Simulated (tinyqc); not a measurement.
Inside a calculation. Model: Rutherford backscattering from a thin compound film on silicon: kinematics, yields, composition and thickness. Computed by tinyqc, a small Python program that keeps every step. Command: `OMP_NUM_THREADS=1 python tinyqc.py 3005956 3005957 out.jsonl rbs walk`. One thread of a shared host (Intel(R) Xeon(R) Processor @ 2.30GHz), about 0.01 s of CPU time with the checks. Intermediate numbers are printed to about 7 digits and carried at full precision; extremes and crossings named in words are read from the listed rows.

Singly charged helium ions (Z1 = 2, M1 = 4.0026 u) enter at the tilt angle a1 to the normal and leave at a2 = |180 - theta - tilt| in the same plane. The film is A B_x.

Inputs (values chosen for the exercise, modelled on a helium beam on NiSi):
```
quantity                                value           unit
beam energy E0                            1.6            MeV
scattering angle theta                    165        degrees
tilt of the sample                         60        degrees
heavy element: Z_A                         28              -
heavy element: mass M_A                  58.7              u
heavy element: stopping eps_A at 2 MeV   69.2  1e-15 eV cm^2
light element: Z_B                         14              -
light element: mass M_B                 28.09              u
light element: stopping eps_B at 2 MeV   48.7  1e-15 eV cm^2
atoms of B per atom of A, x             0.962              -
atomic density of the film               79.8         1/nm^3
film thickness d                          110             nm
collected charge                           11   microcoulomb
detector solid angle                      4.4            msr
detector resolution (FWHM)                 18            keV
```

Constants: e^2/(4 pi eps_0) = 14.39964548 eV angstrom; e = 1.602176634e-19 C.

## Kinematics

Kinematic factor K = [(sqrt(M^2 - M1^2 sin^2 theta) + M1 cos theta)/(M + M1)]^2. Surface edges lie at K E0; substrate silicon has M = 28.09 u. Mass resolution at M_A = resolution/(E0 dK/dM).

kinematic factors: A 0.7645054, B 0.5688382, Si 0.5688382

surface edges (keV): A 1223.209, B 910.141, Si 910.141

mass resolution at M_A = 3.206651 u

K flattens for heavy targets, so masses within 3.2 u of A cannot be told apart.

## Peak widths (surface approximation)

Stopping per atom eps(E) = eps(2 MeV) (E/2 MeV)^(-0.4) (a law chosen for the exercise); Bragg rule eps_film = (eps_A + x eps_B)/(1 + x); areal density N d, with 1/nm^2 = 0.1 x 1e15/cm^2. Width of the signal of element i: [K_i eps(E0)/cos a1 + eps(K_i E0)/cos a2] N d; depth resolution = resolution x d/width of A; energy lost on the way in = eps(E0) N d/cos a1.

areal density N d = 877.8 1e15 atoms/cm^2

film stopping at E0 = 64.67075 1e-15 eV cm^2

widths (keV): A 176.1842, B 165.1894

depth resolution = 11.23824 nm

energy lost on the way in = 113.5360 keV

The signal of A spans 9.8 resolution widths, so its width measures the thickness. Caution: the silicon signal of the film merges with that of the substrate, so only the width of A can be read directly.

## Yields

Rutherford cross section in the laboratory frame: sigma = (Z1 Z e^2/(4 pi eps_0 4E))^2 (4/sin^4 theta) (r + cos theta)^2/r, r = sqrt(1 - (M1 sin theta/M)^2), times the screening factor 1 - 0.049 Z1 Z^(4/3)/E (E in keV); 1 angstrom^2 = 1e8 barn. Counts = (charge/e) x solid angle x sigma(E_mean) x areal density of the element/cos a1, E_mean = E0 - half the energy lost on the way in; 1 barn = 1e-24 cm^2. The ratio of areas returns x = (Y_B/Y_A)(sigma_A/sigma_B), with the counting error sqrt(1/Y_A + 1/Y_B).

cross sections (barn/sr): A 1.740845, B 0.423458

counts: A 470567.3, B 110115.1

ratio of areas Y_B/Y_A = 0.2340050

counting error of x without background = 0.3347611 %

The cross sections differ by 4.1, near (Z_A/Z_B)^2 = 4.0. The silicon signal of the film runs into that of the substrate and appears as a step, not a peak. Caution: film and substrate silicon overlap, so Y_B must be separated by a fit.

## Surface approximation against the full path

Surface approximation as above. Full path: dE/ds = -eps(E) integrates to E^1.4 = E(start)^1.4 - 1.4 eps(2 MeV) 2000^0.4 s (keV), applied in (s = N d/cos a1), then K, then out (s = N d/cos a2); width = K E0 - exit energy. The last column is the error in thickness if the full width is read with the surface formula.

Widths (keV):
```
d (nm)  A, surface   A, full   B, full  error (%)
5           8.0084    8.0189    7.5211    0.13146
10         16.0167   16.0590   15.0673    0.26396
20         32.0335   32.2040   30.2367    0.53217
50         80.0837   81.1758   76.3907    1.36371
100       160.1674  164.7308  155.6950    2.84910
150       240.2512  251.0151  238.4919    4.48029
200       320.3349  340.4829  325.6037    6.28968
300       480.5023  531.6487  518.5938   10.64435
```

The error grows roughly in proportion to thickness, from 0.13 % to 10.6 %, because the ion slows and the stopping rises along the path. The signals of A and B would overlap once the width of A exceeds the gap between the edges, 313 keV. Ions from B leave the thickest film below about 0.6 MeV, where the power law overstates the stopping.

Checks made by the program: kinematic factor against energy and momentum conservation (relative difference below 1e-10).
